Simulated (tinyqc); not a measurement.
From results back to parameters: spherical quantum dot. Two cases, with inputs chosen for the exercise.

Problem. The 1s level was computed from a hidden barrier height.

A sphere of radius R, isotropic masses, c = hbar^2/2m0, k = sqrt(mw E/c), kappa = sqrt(mb (V0 - E)/c). State n l is the spherical Bessel function j_l(k r) inside and k_l(kappa r) outside; psi and psi'/m are continuous: (k/mw) j_l'(kR)/j_l(kR) = (kappa/mb) k_l'(kappa R)/k_l(kappa R). For l = 0 this reads kR cot(kR) = 1 - (mw/mb)(1 + kappa R).

Constants: hbar^2/2m0 = 3.80998211 eV angstrom^2.

Case 1.

Values chosen (out of a larger set: near those of a Si dot in SiO2, with the mean mass 3/(2/mt + 1/ml) for all six valleys; not measured data): R = 14 angstrom (radius); mw = 0.267 m0 (mass inside); mb = 0.512 m0 (mass outside).

E(1s) = 0.4778913 eV

Case 2.

Values chosen (out of a larger set: near those of a non-polar GaN dot in AlN; not measured data): R = 22 angstrom (radius); mw = 0.2 m0 (mass inside); mb = 0.326 m0 (mass outside).

E(1s) = 0.2706810 eV

Find: k R; kappa R; V0.

Solution. kappa R = (mb/mw)(1 - kR cot kR) - 1, and V0 = E + c kappa^2/mb.

Case 1.

k R = 2.5620
kappa R = 8.424
V0 = 3.172 eV

Case 2.

k R = 2.6224
kappa R = 8.110
V0 = 1.859 eV

Computed by tinyqc, one run a case: `OMP_NUM_THREADS=1 python tinyqc.py N N+1 out.jsonl` with N = 1251690, 1251752; one thread of a shared Intel(R) Xeon(R) Processor @ 2.30GHz, about 0.05 s a run at most.
